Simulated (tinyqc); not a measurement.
Inside a calculation. Model: random telegraph noise from one oxide trap in a small MOSFET.

Numbers from tinyqc (`OMP_NUM_THREADS=1 python tinyqc.py 2710159 2710160 out.jsonl`; about 0.01 s on one thread of a shared Intel Xeon 2.30GHz). Printed values are rounded.

An acceptor-like trap exchanges electrons with the channel. Inversion charge Q = Cox u, u = n Vt W0(exp((Vg - VT)/(n Vt))), W0 the Lambert function, n = nf, Cox = eps0 eox/tox; linear regime Id = (W/L) mu Q Vd. Relative to threshold the surface potential rises by Vt ln(u/u0) and the oxide voltage by the rest of Vg - VT, with u0 = n Vt W0(1).

Values chosen for this exercise; values of the order met in silicon transistors:
```
symbol,value,unit,meaning
T,300,K,temperature
eox,3.9,,relative permittivity of the gate insulator (close to silicon dioxide)
tox,2.3,nm,insulator thickness
xt,0.64,nm,depth of the trap from the channel interface
E0,0.03,eV,trap level above the channel Fermi level at threshold
s0,3e-16,cm^2,capture prefactor
EB,0.46,eV,capture barrier (lattice relaxation)
lt,0.11,nm,tunnelling decay length
vth,1.4e7,cm/s,thermal velocity
zi,2.2,nm,thickness of the inversion layer
VT,0.32,V,threshold voltage
nf,1.3,,body factor
W,49,nm,gate width
L,24,nm,gate length
mu,290,cm^2/(V s),mobility
asc,1.5e-15,V s,scattering coefficient of the charged trap
Vd,0.05,V,drain voltage
Vg,0.3,V,gate voltage
```

Constants: q = 1.602176634e-19 C, kB = 1.380649e-23 J/K, Vt = kB T/q, eps0 = 8.8541878128e-14 F/cm where lengths are in cm. Results are converted to the units shown.

Range of the model: With fewer than ten electrons in the channel, current percolates around random dopants and traps, and real steps can be several times larger than this uniform estimate. VT is taken as given; short-channel effects and the uneven flow of current among few electrons are left out.

## Trap level, time constants and occupancy

N = Cox u/q; dpsi = Vt ln(u/u0); E = E0 - dpsi - (xt/tox)(Vg - VT - dpsi); capture time tc = 1/[(N/zi) vth s0 exp(-xt/lt - EB/Vt)]; emission time te = tc exp(-E/Vt); occupancy te/(tc + te).

u = 0.0127014 V
N = 1.19022e11 cm^-2
dpsi = -0.0104932 V
E = 0.0431385 eV
tc = 7.90696 s
te = 1.49044 s
occupancy = 0.158601

The trap lies 1.7 Vt above the Fermi level, so it is filled 15.9 % of the time.

## Step height

A = W L; threshold step dV = q (1 - xt/tox)/(Cox A); gm/Id = 1/(u + n Vt); relative step dI/I = (gm/Id) dV + asc mu/A. Id as defined.

electrons in the channel N A = 1.39970
dV = 6.54934 mV
gm/Id = 21.5941 1/V
number part of dI/I = 14.1427 %
dI/I = 17.8417 %
Id = 0.564535 uA
dI = 100.723 nA

## Lorentzian spectrum

Spectrum S(f) = 4 dI^2/{(tc + te)[(1/tc + 1/te)^2 + (2 pi f)^2]}; corner fc = (1/tc + 1/te)/(2 pi); variance dI^2 tc te/(tc + te)^2. Give S at f = 0, at fc and at 10 fc.

fc = 0.126912 Hz
S(0) = 6.79106e-15 A^2/Hz
S(fc) = 3.39553e-15 A^2/Hz
S(10 fc) = 6.72382e-17 A^2/Hz
rms current = 36.7943 nA

The rms value is 0.365 of the step; it reaches its largest share, 1/2, when tc = te.
